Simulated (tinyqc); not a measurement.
Nuclear against electronic stopping over energy: ion implantation: universal nuclear stopping, Lindhard-Scharff electronic stopping and a Gaussian range profile. Computed by tinyqc, a small Python program. Command: `OMP_NUM_THREADS=1 python tinyqc.py 3009677 3009678 out.jsonl implant walk`. One thread of a shared host (Intel(R) Xeon(R) Processor @ 2.30GHz), about 0.05 s of CPU time with the checks.

An ion slows by elastic collisions with screened nuclei and by friction with electrons; channelling is ignored and the target is uniform.

Inputs (values chosen for the exercise, modelled on boron ions in silicon):

| quantity | value | unit |
|---|---|---|
| ion atomic number Z1 | 5 | - |
| ion mass M1 | 11 | u |
| target atomic number Z2 | 14 | - |
| target mass M2 | 28.09 | u |
| target density N | 49.94 | 1/nm^3 |
| scale factor of electronic stopping k | 1 | - |

Method:
- Reduced energy eps = 32.53 M2 E/(Z1 Z2 (M1 + M2)(Z1^0.23 + Z2^0.23)), E in keV; s_n = ln(1 + 1.1383 eps)/(2 (eps + 0.01321 eps^0.21226 + 0.19593 eps^0.5)) for eps up to 30 and ln(eps)/(2 eps) above; S_n = 8.462 Z1 Z2 M1 s_n/((M1 + M2)(Z1^0.23 + Z2^0.23)) in 1e-15 eV cm^2.
- S_e = k 3.83 Z1^(7/6) Z2/(Z1^(2/3) + Z2^(2/3))^(3/2) sqrt(E/M1) in 1e-15 eV cm^2, E in keV.
- Path length R = int_0^E dE'/(N (S_n + S_e)); energy lost to nuclei nu = int_0^E S_n/(S_n + S_e) dE' (both with E' = E y^3 and 64 Gauss-Legendre points in y).

Stopping (1e-15 eV cm^2) and range:

| E (keV) | eps | S_n | S_e | R (nm) | nu/E |
|---|---|---|---|---|---|
| 1 | 1.0172e-01 | 16.139 | 4.096 | 15.4 | 0.83146 |
| 2 | 2.0345e-01 | 17.555 | 5.793 | 24.5 | 0.80252 |
| 5 | 5.0861e-01 | 17.575 | 9.159 | 48.2 | 0.74183 |
| 10 | 1.0172e+00 | 15.900 | 12.953 | 84.1 | 0.67133 |
| 20 | 2.0345e+00 | 13.065 | 18.318 | 150.5 | 0.57453 |
| 50 | 5.0861e+00 | 8.767 | 28.963 | 324.5 | 0.41482 |
| 100 | 1.0172e+01 | 5.942 | 40.960 | 561.3 | 0.29245 |
| 200 | 2.0345e+01 | 3.804 | 57.927 | 930.2 | 0.18988 |
| 500 | 5.0861e+01 | 1.961 | 91.590 | 1704.4 | 0.09697 |

What does the comparison show, and why?

Nuclear stopping peaks near 5 keV among these rows (eps = 0.51; the universal curve peaks near 0.3). Electronic stopping overtakes it between 10 and 20 keV. The path length grows as E^0.67 at the low end and E^0.66 at the high end; constant stopping would give E^1, and stopping that rises with E, be it nuclear (below its peak) or electronic, gives a lower exponent.

Extremes, crossings and ranges named in words are read from the listed rows.
